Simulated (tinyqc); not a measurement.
Inside a calculation. Method: plane-wave Kohn-Sham cycle with exchange-only LDA in a layered model solid. Computed by tinyqc, a small Python program that keeps every step. Settings: points = 16, plane-wave index or count = 3, electrons = 2, k points = 2, area = 22.0, mixing = 1.0, iteration cap = 75. Command: `OMP_NUM_THREADS=1 python tinyqc.py 26582 26583 out.jsonl` (the two numbers bound the seeds that draw the settings). One thread of a shared host (Intel(R) Xeon(R) Processor @ 2.60GHz), about 0.02 s of CPU time with the checks.

A solid whose potential varies along x alone (atomic units):
```
parameter                      value
period a                   10.200000
cross-section of the cell  22.000000
electrons per cell                 2
grid points                       16
plane waves -n..n, n               3
k points                           2
V1 in V1 cos(2 pi x/a)     -0.410000
```

Stop when sqrt(dV sum R^2) is below 1e-8, dV = a A/N.

Course of the cycle:
```
iteration  E (hartree)  norm of the residual
1          -0.75732402              1.58e-01
2          -0.56778349              8.57e-02
3          -0.55839316              5.15e-02
4          -0.54834424              3.13e-02
5          -0.54632790              1.96e-02
6          -0.54515537              1.22e-02
7          -0.54479846              7.63e-03
8          -0.54463482              4.77e-03
9          -0.54457663              2.99e-03
10         -0.54455235              1.87e-03
11         -0.54454318              1.17e-03
...                ...                   ...
65         -0.84340435              2.38e-01
66         -0.84340513              2.38e-01
67         -0.84340518              2.38e-01
68         -0.84340524              2.38e-01
69         -0.84340524              2.38e-01
70         -0.84340525              2.38e-01
71         -0.84340524              2.38e-01
72         -0.84340524              2.38e-01
73         -0.84340524              2.38e-01
74         -0.84340524              2.38e-01
75         -0.84340524              2.38e-01
```

Can the last value be used, and what does the course show?

Not by the stop rule, although the second column moves by less than 1e-07 over the last three steps. Not converged within 75 iterations: the residual has stopped falling. Reruns (cap 100 unless said): mixing 0.1: not converged; mixing 0.5, Kerker q0 1.0: converged in 80 (E = -0.54454); mixing 0.3, Pulay depth 5: converged in 10 (E = -0.54454); the original settings with a cap of 400: not converged.
